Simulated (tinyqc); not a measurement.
Rutherford backscattering from a thin compound film on silicon: kinematics, yields, composition and thickness: one step, computed by the program tinyqc.

Singly charged helium ions (Z1 = 2, M1 = 4.0026 u) enter at the tilt angle a1 to the normal and leave at a2 = |180 - theta - tilt| in the same plane. The film is A B_x.

Problem. Yields. Rutherford cross section in the laboratory frame: sigma = (Z1 Z e^2/(4 pi eps_0 4E))^2 (4/sin^4 theta) (r + cos theta)^2/r, r = sqrt(1 - (M1 sin theta/M)^2), times the screening factor 1 - 0.049 Z1 Z^(4/3)/E (E in keV); 1 angstrom^2 = 1e8 barn. Counts = (charge/e) x solid angle x sigma(E_mean) x areal density of the element/cos a1, E_mean = E0 - half the energy lost on the way in; 1 barn = 1e-24 cm^2. The ratio of areas returns x = (Y_B/Y_A)(sigma_A/sigma_B), with the counting error sqrt(1/Y_A + 1/Y_B).

Inputs (values chosen for the exercise, modelled on a helium beam on NiSi):
```
quantity                     value          unit
beam energy E0                   2           MeV
scattering angle theta         165       degrees
tilt of the sample               0       degrees
heavy element: Z_A              28             -
heavy element: mass M_A       58.7             u
light element: Z_B              14             -
light element: mass M_B      28.09             u
atoms of B per atom of A, x   1.07             -
collected charge                19  microcoulomb
detector solid angle           4.5           msr
```

energy lost on the way in = 46.84041 keV

areal density N d = 759.36 1e15 atoms/cm^2

Constants: e^2/(4 pi eps_0) = 14.39964548 eV angstrom; e = 1.602176634e-19 C.

Give: cross sections; counts; ratio of areas Y_B/Y_A; counting error of x without background.

Solution.

cross sections (barn/sr): A 1.062, B 0.258

counts: A 2.080e+05, B 5.410e+04

ratio of areas Y_B/Y_A = 0.2601

counting error of x without background = 0.4826 %

The cross sections differ by 4.1, near (Z_A/Z_B)^2 = 4.0. The silicon signal of the film runs into that of the substrate and appears as a step, not a peak. Caution: the silicon signal of the film merges with that of the substrate, so only the width of A can be read directly. Caution: film and substrate silicon overlap, so Y_B must be separated by a fit.
